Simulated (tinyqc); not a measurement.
Permittivity and interface capacitance from two thicknesses.

Problem. 1/C = t/(eps0 ek) + 2/ci for planar capacitors that differ only in thickness. Find ek, ci and the EOT of the interfaces, 2 x 3.9 eps0/ci.

Constants: eps0 = 8.8541878128e-14 F/cm where lengths are in cm. Results are converted to the units shown.

C at t = 9 and 27 nm (uF/cm^2): [2.2838887, 0.76966687]

Answer. 1/C is a straight line in t: the slope gives ek and the intercept 2/ci. A single thickness would give only the effective permittivity; when the interfaces are a small part of 1/C, ci needs very accurate data.

ek = 23.60
ci = 280.0 uF/cm^2
EOT of the interfaces = 0.02467 nm

Program tinyqc, `OMP_NUM_THREADS=1 python tinyqc.py 2102011 2102012 out.jsonl`; Intel Xeon 2.30GHz, shared host, one thread, about 0.01 s.
